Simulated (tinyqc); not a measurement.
# AlGaN/GaN HEMT with access regions, lumped model: effect of the gate length

A polarisation-induced electron sheet under a Schottky gate, in series with two ungated access regions and contacts. Drift law v = mu E/(1 + mu E/vs) under the gate. Currents in mA/mm, resistances in ohm mm. No self-heating, no channel-length modulation; fits for polarisation, barrier and offset are chosen for the exercise.

sigma = (5e13 x + 1.6e13 x^2) cm^-2, phiB = 0.84 + 1.3 x, dEc = 0.7 (1.71 x + x^2) in volts, Cb = eps0 eps_r/d, VT = phiB - dEc - q sigma/Cb, access density n0 = -Cb VT/q. Access resistance R(L, n) = L/(q mu n sqrt(1 - (I/(q n vs))^2)); Rs = Rc + R(Ls, n0), Rd = Rc + R(Ld, (1 - ft) n0). Vg' = Vg - I Rs, Vd' = Vd - I (Rs + Rd); with u = Vg' - VT, Vc = vs Lg/mu and w the smaller of Vd' and Vc [sqrt(1 + 2 u/Vc) - 1] (0 if negative), the channel gives (mu Cb/Lg)(u w - w^2/2)/(1 + w/Vc). I equals that channel current. Isat is I at Vd = 10 V, gm = dIsat/dVg, Ron the limit of Vd/I at small Vd.

Values chosen for this exercise; values close to those of AlGaN/GaN structures:
- x = 0.25 (aluminium share of the barrier)
- d = 30 nm (barrier thickness)
- eps_r = 9.4 (relative permittivity of barrier and channel)
- mu = 1500 cm^2/(V s) (channel mobility)
- vs = 1.1e7 cm/s (saturation velocity)
- Ls = 1 um (source access length)
- Ld = 8 um (drain access length)
- Rc = 0.33 ohm mm (resistance of each contact)
- ft = 0 (share of the drain-access electrons removed by traps)
- Vg = 0.5 V (gate voltage)

Constants: q = 1.602176634e-19 C, eps0 = 8.8541878128e-14 F/cm where lengths are in cm. Results are converted to the units shown.

The same in every row: VT (V) = -6.974; n0 (cm^-2) = 1.208e13.

Result of one run:
```
Lg (um)	Ron (ohm mm)	Isat (mA/mm)	gm (mS/mm)
0.16	3.812	1553	198.6
```

What becomes of these results when the gate length Lg is changed from 0.16 to 3 um, all else the same?

Result of the changed run:
```
Lg (um)	Ron (ohm mm)	Isat (mA/mm)	gm (mS/mm)
3	4.725	946.9	165.6
```

The whole series:
```
Lg (um)	Ron (ohm mm)	Isat (mA/mm)	gm (mS/mm)
0.05	3.777	1649	193.8
0.09	3.790	1607	196.5
0.16	3.812	1553	198.6
0.29	3.854	1478	199.3
0.52	3.928	1383	197.5
0.93	4.060	1263	192.0
1.7	4.308	1112	181.2
3	4.725	946.9	165.6
```

As Lg goes from 0.05 to 3 um, Ron rises from 3.78 to 4.73 ohm mm, Isat falls from 1650 to 947 mA/mm and gm goes from 194 through a maximum of 199 (at Lg = 0.29 um among the rows listed) to 166 mS/mm. The ceiling Cb vs is 305 mS/mm. In every row the power passes 5 W/mm, where self-heating, left out here, lowers the current.

Computed by the program tinyqc: `OMP_NUM_THREADS=1 python tinyqc.py 2570108 2570109 out.jsonl`, one thread of a shared Intel Xeon 2.30GHz, about 0.02 s for the whole run.
